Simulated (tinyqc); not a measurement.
Worked calculation: Pariser-Parr-Pople SCF with singles CI, for the molecule c1ccc2cccc-2cc1 (SMILES; centres numbered as the heavy atoms are written). One step of it, computed by the program tinyqc.

Task: Singles CI, singlets. Over the 9 single excitations with the smallest orbital gaps: A = (e_a - e_i) delta + 2 (ia|jb) - (ij|ab), with (pq|rs) = sum c_mp c_mq gamma_mn c_nr c_ns. f = 2/3 w |mu|^2 in atomic units, mu = sqrt2 sum c_ia sum_m c_mi c_ma R_m.

orbital energies (eV): -13.672514  -12.103591  -11.415206  -9.489907  -8.433532  -2.939684  -2.059195  0.679392  1.520354  1.959544

coefficients:
```
,MO1,MO2,MO3,MO4,MO5,MO6,MO7,MO8,MO9,MO10
1C,0.293397,0.507822,0.000000,0.345708,0.000000,0.502896,0.000000,0.501555,-0.179050,0.000000
2C,0.303561,0.378724,0.381910,0.119779,-0.337594,-0.132433,0.466932,-0.441888,0.193049,0.148826
3C,0.343156,0.075546,0.491036,-0.264823,-0.115230,-0.435553,-0.385781,0.265116,-0.215437,-0.311093
4C,0.410681,-0.258007,0.280234,-0.307801,0.315591,0.336608,-0.173225,-0.019619,0.237367,0.540244
5C,0.242186,-0.312447,0.185736,0.296095,0.522641,0.039317,0.321154,-0.229259,-0.449383,-0.298677
6C,0.198699,-0.339790,0.000000,0.588815,0.000000,-0.320789,0.000000,0.333841,0.532920,0.000000
7C,0.242186,-0.312447,-0.185736,0.296095,-0.522641,0.039317,-0.321154,-0.229259,-0.449383,0.298677
8C,0.410681,-0.258007,-0.280234,-0.307801,-0.315591,0.336608,0.173225,-0.019619,0.237367,-0.540244
9C,0.343156,0.075546,-0.491036,-0.264823,0.115230,-0.435553,0.385781,0.265116,-0.215437,0.311093
10C,0.303561,0.378724,-0.381910,0.119779,0.337594,-0.132433,-0.466932,-0.441888,0.193049,-0.148826
```

repulsion gamma_rs (eV), lower triangle:
```
,1C,2C,3C,4C,5C,6C,7C,8C,9C,10C
1C,11.130000
2C,5.346553,11.130000
3C,3.773205,5.345136,11.130000
4C,3.243428,3.772577,5.344721,11.130000
5C,2.467651,2.830715,3.830358,5.346212,11.130000
6C,2.210308,2.369539,2.936591,4.046371,5.344818,11.130000
7C,2.467651,2.492411,2.921983,4.045936,4.045107,5.344818,11.130000
8C,3.243428,3.243355,3.772727,5.345539,4.045936,4.046371,5.346212,11.130000
9C,3.773205,3.243627,3.243332,3.772727,2.921983,2.936591,3.830358,5.344721,11.130000
10C,5.346553,3.773721,3.243627,3.243355,2.492411,2.369539,2.830715,3.772577,5.345136,11.130000
```

Centres (angstrom, eV; a flat drawing with bonds scaled to 1.40 angstrom):
```
centre,x,y,core charge z,W,gamma_rr
1C,2.531000,0.000000,1,11.160000,11.130000
2C,1.924000,1.261000,1,11.160000,11.130000
3C,0.559000,1.573000,1,11.160000,11.130000
4C,-0.536000,0.700000,1,11.160000,11.130000
5C,-1.867000,1.133000,1,11.160000,11.130000
6C,-2.690000,0.000000,1,11.160000,11.130000
7C,-1.867000,-1.133000,1,11.160000,11.130000
8C,-0.536000,-0.700000,1,11.160000,11.130000
9C,0.559000,-1.573000,1,11.160000,11.130000
10C,1.924000,-1.261000,1,11.160000,11.130000
```

Give: singlet CI matrix; singlet excitation energies; oscillator strengths.

Result:

singlet CI matrix (eV), lower triangle:
```
,5>6,5>7,4>6,4>7,3>6,5>8,2>6,3>7,5>9
5>6,1.9709
5>7,0.0000,3.8922
4>6,0.0000,-0.6371,4.0316
4>7,0.5362,0.0000,0.0000,4.4861
3>6,-0.2808,0.0000,0.0000,-0.5443,5.3243
5>8,0.2740,0.0000,0.0000,-0.0684,0.1084,6.0840
2>6,0.0000,-0.0012,0.0573,0.0000,0.0000,0.0000,6.0509
3>7,0.0000,-0.2389,0.1079,0.0000,0.0000,0.0000,0.3893,6.2703
5>9,-0.2709,0.0000,0.0000,-0.4123,0.1141,-0.0202,0.0000,0.0000,6.6724
```

singlet excitation energies (eV): 1.8270  3.3161  4.2212  4.5691  5.5513  5.7695  6.1205  6.5902  6.8177

oscillator strengths: 0.0226  0.0080  0.0916  1.7992  0.5788  0.0114  0.0166  0.3754  0.7946
